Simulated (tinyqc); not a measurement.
# Self-consistent Fermi level with native defects, at growth and after a quench, step by step

A worked calculation. Computed by tinyqc, a small Python program that keeps every step. Command: `OMP_NUM_THREADS=1 python tinyqc.py 3002411 3002412 out.jsonl scfermi walk`. One thread of a shared host (Intel(R) Xeon(R) Processor @ 2.30GHz), about 0.06 s of CPU time with the checks. Intermediate numbers are printed to about 7 digits and carried at full precision; extremes and crossings named in words are read from the listed rows.

Energies are counted from the top of the valence band (VBM); when the gap shrinks with temperature the conduction band moves and the levels stay. The added dopant is taken as fully ionised. D and A draw on one reservoir with opposite signs, as the two vacancies of a compound do.

Inputs (values chosen for the exercise, with bands modelled on GaAs):

| quantity | value | unit |
|---|---|---|
| gap E_g at 300 K | 1.44 | eV |
| slope -dE_g/dT above 300 K | 0.00044 | eV/K |
| electron mass m_e | 0.0654 | m_0 |
| valleys M_c | 1 | - |
| hole mass m_h | 0.528 | m_0 |
| E_f of the neutral native donor D | 2.395 | eV |
| E_f of the neutral native acceptor A | 1.604 | eV |
| shift s of the chemical potential | -0.2 | eV |
| site density N_s | 3.6e+22 | cm^-3 |
| dopant density N_X | 3.6e+17 | cm^-3 |
| growth temperature T_g | 1100 | K |
| temperature of use T | 200 | K |

Added shallow dopant: acceptor.

levels of D above the VBM, most positive state first (eV): 0.851  1.15

levels of A above the VBM, (0/-1) first (eV): 0.375

Constants: m_0 = 9.1093837015e-31 kg; k_B = 1.380649e-23 J/K; h = 6.62607015e-34 J s; k_B = 8.617333262e-05 eV/K.

## Formation energies at E_F = 0

E_f(D, 0) = input + s and E_f(A, 0) = input - s; E_f(q, E_F = 0) follows from the levels, eps(q/q-1) = E_f(q - 1) - E_f(q) at E_F = 0.

E_f(q, E_F = 0) (eV): D(+2) 0.194, D(+1) 1.045, D(0) 2.195, A(0) 1.804, A(-1) 2.179

## Bands at growth

E_g(T) = E_g - slope x max(0, T - 300 K). N_c = 2 M_c (2 pi m_e k_B T/h^2)^(3/2) and N_v = 2 (2 pi m_h k_B T/h^2)^(3/2), masses in units of m_0. At growth T = T_g.

E_g(T_g) = 1.088 eV

N_c(T_g) = 2.946767e+18 cm^-3

N_v(T_g) = 6.759741e+19 cm^-3

k_B T_g = 0.09479067 eV

## Charges across the gap at T_g

n = N_c F_1/2((E_F - E_g)/k_B T), p = N_v F_1/2(-E_F/k_B T). F_1/2(eta) = (2/sqrt(pi)) int_0^infinity sqrt(x)/(1 + exp(x - eta)) dx, by the trapezoid rule in t = sqrt(x) with step 0.02 up to t = 12 (for eta < -12 by exp(eta) - exp(2 eta)/2^(3/2)). In equilibrium c_q = N_s exp(-(E_f(q, 0) + q E_F)/k_B T). Net charge = p - n + sum q c_q - N_X; the log ratio is ln(positive charge/negative charge). Entries near or above N_s lie outside the dilute limit and only show that E_F cannot go there.

Densities (cm^-3):

| E_F (eV) | n | p | charge on D | charge on A | log ratio |
|---|---|---|---|---|---|
| 0.054 | 5.394503e+13 | 3.232776e+19 | 2.976684e+21 | 6.612526e+12 | 9.030850 |
| 0.218 | 3.043151e+14 | 6.550558e+18 | 9.358091e+19 | 3.730375e+13 | 5.627187 |
| 0.381 | 1.698456e+15 | 1.206685e+18 | 3.011826e+18 | 2.082361e+14 | 2.455851 |
| 0.544 | 9.472243e+15 | 2.172887e+17 | 9.820486e+16 | 1.162410e+15 | -0.161079 |
| 0.707 | 5.260289e+16 | 3.896177e+16 | 3.429265e+15 | 6.488779e+15 | -2.291153 |
| 0.870 | 2.855578e+17 | 6.980842e+15 | 1.597989e+14 | 3.622150e+16 | -4.558903 |
| 1.034 | 1.409261e+18 | 1.237473e+15 | 1.385975e+13 | 2.043391e+17 | -7.363405 |

## Equilibrium at growth

E_F is the root of the log ratio, by 50 bisections between -0.5 eV and E_g + 0.5 eV.

E_F at growth = 0.5326431 eV

n at growth = 8.403797e+15 cm^-3

p at growth = 2.449104e+17 cm^-3

Defects at growth:

| state | E_f (eV) | c (cm^-3) |
|---|---|---|
| D(+2) | 1.259286 | 6.119783e+16 |
| D(+1) | 1.577643 | 2.128858e+15 |
| D(0) | 2.195000 | 3.159761e+12 |
| A(0) | 1.804000 | 1.954638e+14 |
| A(-1) | 1.646357 | 1.031161e+15 |

total D = 6.332984e+16 cm^-3

total A = 1.226625e+15 cm^-3

The largest part of the positive charge comes from holes (66 %) and that of the negative charge from the dopant (97 %).

## After the quench to T

After a quench the totals of D and A stay as grown, and each is shared among its charge states with weights exp(-(E_f(q, 0) + q E_F)/k_B T).

E_F after the quench = 0.05335806 eV

n after the quench = 2.611937e-18 cm^-3

p after the quench = 2.333403e+17 cm^-3

Frozen defects:

| state | c (cm^-3) | share of its total |
|---|---|---|
| D(+2) | 6.332984e+16 | 1.000000e+00 |
| D(+1) | 5.034033e-04 | 7.948912e-21 |
| D(0) | 1.168841e-31 | 1.845640e-48 |
| A(0) | 1.226625e+15 | 1.000000e+00 |
| A(-1) | 9.631446e+06 | 7.851990e-09 |

The material is p-type with 2.33e17 carriers per cm^3. Carriers of the sign that the dopant should give amount to 65 % of its density.

## Slow cooling against a quench

Each E_F by bisection; full equilibrium lets the defects form and vanish at every T.

Two histories (densities in cm^-3):

| T (K) | E_F, equilibrium (eV) | n | p | all defects | E_F, frozen (eV) | n, frozen | p, frozen |
|---|---|---|---|---|---|---|---|
| 920 | 0.4281692 | 2.016041e+14 | 2.329763e+17 | 6.378446e+16 | 0.4276000 | 2.001619e+14 | 2.346523e+17 |
| 740 | 0.3245167 | 8.562646e+11 | 2.294138e+17 | 6.530205e+16 | 0.3233242 | 8.404004e+11 | 2.337349e+17 |
| 560 | 0.2235982 | 1.294073e+08 | 2.378707e+17 | 6.106474e+16 | 0.2245184 | 1.318988e+08 | 2.333924e+17 |
| 380 | 0.1273119 | 6.825759e+00 | 2.791971e+17 | 4.040147e+16 | 0.1332257 | 8.176799e+00 | 2.333411e+17 |
| 200 | 0.0459596 | 1.700317e-18 | 3.555075e+17 | 2.246237e+15 | 0.0533581 | 2.611937e-18 | 2.333403e+17 |

At 200 K equilibrium would leave 2.25e15 defects per cm^3 against 6.46e16 frozen in, and E_F differs by +0.007 eV. The majority density of the quenched sample is 0.66 times the equilibrium one. Real samples lie between, set by the temperature at which diffusion stops.

Checks made by the program: neutrality at growth (relative difference below 1e-10).
